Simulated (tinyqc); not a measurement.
Electromigration in a confined line: Blech product, Korhonen stress evolution and Black's law: one step, computed by the program tinyqc. Command: `OMP_NUM_THREADS=1 python tinyqc.py 3029431 3029432 out.jsonl emigr walk`. One thread of a shared host (Intel(R) Xeon(R) Processor @ 2.30GHz), about 0.01 s of CPU time with the checks.

The electron wind pushes atoms from the cathode (x = 0) to the anode (x = L); blocking ends build a back stress (tension positive). The input rho is taken not to change with temperature. d sigma/dt = d/dx [kappa (d sigma/dx + G)], with zero flux at both ends and sigma = sigma_0 at t = 0.

Task: Stress along the line. sigma(x, t) = sigma_0 + G L [1/2 - x/L - 4 sum_(m odd) cos(m pi x/L) exp(-m^2 pi^2 s)/(m pi)^2], s = t/tau, summed to m = 399. Steady state: sigma_0 + G L (1/2 - x/L). Take x/L = 0, 0.1, 0.2, 0.3, 0.4, 0.6, 0.8 and 1.

Inputs (values chosen for the exercise, close to those used for copper lines):
```
quantity                            value  unit
critical stress sigma_c               110   MPa
initial stress sigma_0                 22   MPa
line length L                          86    um
test temperature T                    270     C
time as a fraction of L^2/kappa, s  0.005     -
```

Start: thermal stress.

stress gradient G = 11.11848 MPa/um

Give: Stress (MPa).

Result:

Stress (MPa):
```
x/L  at time s  steady state
0.0     98.293        500.09
0.1     37.933        404.48
0.2     23.624        308.86
0.3     22.073        213.24
0.4     22.001        117.62
0.6     21.999        -73.62
0.8     20.376       -264.86
1.0    -54.293       -456.09
```

Caution: stresses above sigma_c are formal, since a void forms first.
